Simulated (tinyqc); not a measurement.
Vacancy excess varied: nucleation and growth of vacancy voids in a cooling silicon-like crystal. Computed by tinyqc, a small Python program. Command: `OMP_NUM_THREADS=1 python tinyqc.py 3021001 3021002 out.jsonl voids walk`. One thread of a shared host (Intel(R) Xeon(R) Processor @ 2.30GHz), about 0.9 s of CPU time with the checks.

Spherical voids; vacancies are lost only to voids.

Inputs (values chosen for the exercise, close to those used for silicon): vacancy density at the melting point C_m = 4.9e+14 1/cm^3; formation energy E_f = 4.17 eV; melting point T_m = 1685 K; diffusion prefactor D0 = 0.00042 cm^2/s; migration energy E_m = 0.48 eV; site density rho = 5e+22 1/cm^3; void surface energy gamma = 0.854 J/m^2; cooling rate q = 4 K/min; vacancy excess C0 = 6.6e+13 1/cm^3; temperature step = 0.125 K.

Vacancy supply: given.

Constants: k_B = 8.617333262e-05 eV/K; k_B = 1.380649e-23 J/K.

Method:
- C = C0 as given.
- C_e = C_m exp[-(E_f/k_B)(1/T - 1/T_m)]; D = D0 exp(-E_m/(k_B T)); f = k_B T ln(C/C_e); r* = 2 gamma/(rho f); W* = 16 pi gamma^3/(3 rho^2 f^2); Z = f/sqrt(12 pi W* k_B T); I = rho Z (4 pi r* D C) exp(-W*/(k_B T)).
- March down from 1500 K in steps dT, dt = dT/q, with values at the upper end of each step: a class of I dt voids is born with r*; then all classes grow by r^2 += 2 D (C - C_e) dt/rho; C falls by the vacancies added to voids. Stop at 1150 K. T_n is the T of the largest I, N the final count (classes under 1e-6 /cm^3 are dropped), and the mean radius the number average.

initial excess C = 6.60e+13 1/cm^3

At fixed q:
```
C (1/cm^3)   T_n (K)  N (1/cm^3)  mean radius (nm)
2.60e+13    1358.500  6.0286e+07            12.604
4.00e+13    1380.250  4.3698e+07            16.207
6.60e+13    1406.125  3.0050e+07            21.711
1.10e+14    1433.375  2.0508e+07            29.254
1.60e+14    1453.875  1.5498e+07            36.404
```

More vacancies nucleate earlier (T_n rises by 95 K) and give fewer, larger voids: N goes as C^-0.75 and the radius as C^0.58, steeper than the -1/2 and +1/2 of the scaling argument at fixed D, because D rises with T_n.

Extremes, crossings and ranges named in words are read from the listed rows.
